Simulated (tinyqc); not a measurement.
Gain for each load and current direction: deformation-potential model of the X valleys of a conduction band.

Valleys with axes along x, y and z, one whole valley each. Herring-Vogt shift of a valley with unit axis a: dE = Xd tr(e) + Xu a.e.a. Non-degenerate shares n_i = exp(-dE_i/kT)/sum_j exp(-dE_j/kT). Inverse mass tensor of a valley: (1 - a a)/mt + a a/ml; the masses are taken as independent of strain.

s11 = (C11 + C12)/((C11 - C12)(C11 + 2 C12)), s12 = -C12/((C11 - C12)(C11 + 2 C12)), s44 = 1/C44; exx = s11 sxx + s12 (syy + szz) and cyclic, exy = s44 sxy/2; tension is positive. A uniaxial stress X along the unit vector n is s_ij = X n_i n_j.

Constants: kB = 8.617333262e-05 eV/K.

Inputs chosen for the exercise (near those of AlAs; the results hold for these values, not for the real material): ml = 1.139 m0 (longitudinal mass); mt = 0.205 m0 (transverse mass); Xd = 1.03 eV (dilation potential); Xu = 5.54 eV (uniaxial potential); C11 = 130.8 GPa; C12 = 52.5 GPa; C44 = 52.3 GPa; X1 = 1.3 GPa (size of the stress); T = 300 K (temperature).

Each load has the size X1. Gain m_c(0)/m_c - 1 in per cent from repopulation alone, m_c = 1/(u.M.u), M = sum_i n_i (inverse mass tensor); biaxial means sxx = syy.

Gain (%); + is tension, - compression:

| load | [100] | [010] | [001] | [110] | [1-10] | [111] |
|---|---|---|---|---|---|---|
| uniaxial [110] (+) | 23.4 | 23.4 | -46.7 | 23.4 | 23.4 | 0.0 |
| uniaxial [110] (-) | -14.4 | -14.4 | 28.8 | -14.4 | -14.4 | 0.0 |
| uniaxial [100] (+) | 36.0 | -18.0 | -18.0 | 9.0 | 9.0 | 0.0 |
| uniaxial [100] (-) | -69.1 | 34.6 | 34.6 | -17.3 | -17.3 | 0.0 |
| uniaxial [111] (+) | 0.0 | 0.0 | 0.0 | 0.0 | 0.0 | 0.0 |
| uniaxial [111] (-) | 0.0 | 0.0 | 0.0 | 0.0 | 0.0 | 0.0 |
| biaxial (001) (+) | 34.6 | 34.6 | -69.1 | 34.6 | 34.6 | 0.0 |
| biaxial (001) (-) | -18.0 | -18.0 | 36.0 | -18.0 | -18.0 | 0.0 |

What does the comparison show, and why?

The largest gain is +36.0 %, for uniaxial [100] (+) with the current along [100] and biaxial (001) (-) with the current along [001]; for a [110] channel it is +34.6 %, under biaxial (001) (+). No gain or loss appears under uniaxial [111]: the valleys stay equivalent (in real silicon shear also changes the masses, which this model leaves out).

Program tinyqc; command `OMP_NUM_THREADS=1 python tinyqc.py 1081540 1081541 out.jsonl`; about 0.03 s on one thread of a shared Intel(R) Xeon(R) Processor @ 2.30GHz.
